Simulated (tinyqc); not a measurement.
# Worked calculation: all-pass ring resonator

tinyqc, about 0.01 s, one thread, Intel Xeon 2.30GHz (shared host): `OMP_NUM_THREADS=1 python tinyqc.py 2650104 2650105 out.jsonl` Printed values are rounded.

A ring of length L = 2 pi Rr coupled to one bus waveguide: round-trip amplitude a = 10^(-al L/20), self-coupling t = sqrt(1 - k2). At detuning d from the resonance the round-trip phase is p = 2 pi d/FSR and the transmission T = (a^2 - 2 a t cos p + t^2)/(1 - 2 a t cos p + a^2 t^2). Lossless coupler, linear absorption only.

Values chosen for this exercise; values close to those of silicon waveguides:

| symbol | value | unit | meaning |
|---|---|---|---|
| lam | 1550 | nm | cold resonance wavelength |
| Rr | 15 | um | ring radius |
| ng | 4.16 |  | group index |
| al | 21 | dB/cm | propagation loss |
| k2 | 0.023 |  | power coupling |
| dT | 0.00018 | 1/K | thermo-optic change of the effective index |
| Rt | 10 | K/mW | thermal resistance |
| fa | 0.9 |  | share of the loss that heats the ring |
| Pin | 0.087 | mW | input power |
| dl | 100 | pm | laser detuning from the cold resonance |

Constants: c = 299792458 m/s. Results are converted to the units shown.

## Resonance parameters

FSR = lam^2/(ng L), finesse F = pi sqrt(a t)/(1 - a t), FWHM = FSR/F, Q = lam/FWHM, Tmin = (a - t)^2/(1 - a t)^2, power build-up k2 a^2/(1 - a t)^2, optical bandwidth c/(lam Q).

a = 0.977471
t = 0.988433
FSR = 6.12772 nm
F = 91.2658
FWHM = 67.1414 pm
Q = 23085.6
Tmin = -9.78965 dB
build-up = 19.1956
bandwidth = 8.37815 GHz

The ring is undercoupled; critical coupling needs k2 = 1 - a^2 = 0.0445.

## Iteration 1: thermal shift of the resonance

s at the start = 0 pm

T is the transmission at d = dl - s, p = 2 pi d/FSR; out = (lam dT/ng) Rt fa (1 - T) Pin; s(new) = out.

d = 100 pm
T = 0.909275
out = 4.76430 pm
s after iteration 1 = 4.76430 pm

## Iteration 2: thermal shift of the resonance

As before.

d = 95.2357 pm
T = 0.901007
out = 5.19848 pm
s after iteration 2 = 5.19848 pm

## Course of the iteration: thermal shift of the resonance

Stop when s changes by less than 1e-7 pm, or after 200 iterations.

Course of the iteration:
```
iteration   s (pm)  |change| (pm)
1          4.76430           4.76
2          5.19848          0.434
3          5.24086         0.0424
4          5.24502        4.16e-3
5          5.24543        4.09e-4
6          5.24547        4.02e-5
7          5.24547        3.95e-6
8          5.24547        3.88e-7
9          5.24547        3.82e-8
```

Converged in 9 iterations. At the end each change is about 0.098 times the one before: linear convergence. The equation has 1 root(s).
